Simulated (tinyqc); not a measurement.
Polytypes and stacking faults of a tetrahedral semiconductor in an axial Ising model with couplings up to third neighbours. Changing the binding energy of the fault level E_b. Computed by tinyqc, a small Python program. Command: `OMP_NUM_THREADS=1 python tinyqc.py 3000670 3000671 out.jsonl polytype sweep`. One thread of a shared host (Intel(R) Xeon(R) Processor @ 2.30GHz), about 0.01 s of CPU time with the checks.

Each double layer has s = +1 or -1 for the sense of its stacking step; E per pair of atoms = E0 - sum_n J_n <s_i s_(i+n)>, n = 1, 2, 3. Hexagonality h = (1 - <s_i s_(i+1)>)/2.

Inputs (values chosen for the exercise, of the order of those of silicon for J, a, G and the gaps):
```
quantity,value,unit
J1,11.2,meV/pair
J2,-0.747,meV/pair
J3,-0.49,meV/pair
basal lattice constant a,3.84,angstrom
in-plane mass m,0.34,m0
effective density of states N_c at 300 K,1.2e+19,1/cm^3
electron density n,7.5e+15,1/cm^3
temperature T,400,K
```

Host polytype: 3C.

fault coefficients k_n:
```
,J1,J2,J3
intrinsic,4,4,4
extrinsic,4,8,8
twin boundary,2,4,6
```

Constants: 1 eV/angstrom^2 = 16.02176634 J/m^2; m_0 = 9.1093837015e-31 kg; hbar = 1.054571817e-34 J s; k_B = 1.380649e-23 J/K; k_B = 8.617333262e-05 eV/K.

Method:
- Faults in 3C: the sequences intrinsic (-), extrinsic (--), twin boundary (+ turns to -) are put between perfect repeats; k_n = (layers x C_n of the host) - sum_i s_i s_(i+n). gamma = sum k_n J_n/A, A = (sqrt 3/2) a^2; 1 meV/angstrom^2 = 16.02177 mJ/m^2.
- The fault binds electrons in a two-dimensional band E_b below the conduction edge, g2 = m m0/(pi hbar^2) for one valley. With the Fermi level held by the bulk, eta = ln[n/N_c(T)], N_c(T) = N_c (T/300)^1.5, the grand potential falls by g2 (k_B T)^2 F1(x), x = eta + E_b/(k_B T), F1(x) = integral from 0 to infinity of ln(1 + exp(x - t)) dt; sheet density g2 k_B T ln(1 + e^x). Band bending by the trapped charge is left out, so the gain is an upper bound.
- Net fault energy = gamma of the intrinsic fault less the electronic gain.

One run for each value:
```
binding energy of the fault level E_b (eV),electronic gain (mJ/m^2),sheet density (1/cm^2),net fault energy (mJ/m^2)
0.050,0.00047,8.470e+09,50.00
0.071,0.00086,1.557e+10,50.00
0.093,0.00163,2.943e+10,50.00
0.110,0.00266,4.809e+10,50.00
0.140,0.00634,1.141e+11,49.99
0.160,0.01127,2.019e+11,49.99
0.180,0.01997,3.551e+11,49.98
0.200,0.03518,6.173e+11,49.96
```

Over the rows, electronic gain (mJ/m^2) rises from 4.68e-4 to 0.0352 (exponent d ln y / d ln x 1.7 between the first rows and 5.4 between the last); sheet density (1/cm^2) rises from 8.47e9 to 6.17e11 (exponent d ln y / d ln x 1.7 between the first rows and 5.2 between the last); net fault energy (mJ/m^2) falls from 49.999 to 49.965. The gain grows as exp(E_b/(k_B T)) while the well is empty and as (E_b + eta k_B T)^2 once it is degenerate; thicker faults bind more deeply.
